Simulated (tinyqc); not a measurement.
# Inductance and parasitic capacitance from two readings

Question. A loss-free coil L in parallel with C shows the apparent inductance L/(1 - w^2 L C), w = 2 pi f. Find L, C and the self-resonance 1/(2 pi sqrt(L C)).

apparent inductance at 4.3 and 7.4 GHz (nH): [3.2090388, 5.9371293]

Answer. The inverse of the reading is 1/L - w^2 C, a straight line in w^2.

L = 2.60 nH
C = 100 fF
self-resonance = 9.87 GHz

Computed by the program tinyqc: `OMP_NUM_THREADS=1 python tinyqc.py 2302023 2302024 out.jsonl`, one thread of a shared Intel Xeon 2.30GHz, about 0.01 s for the whole run.
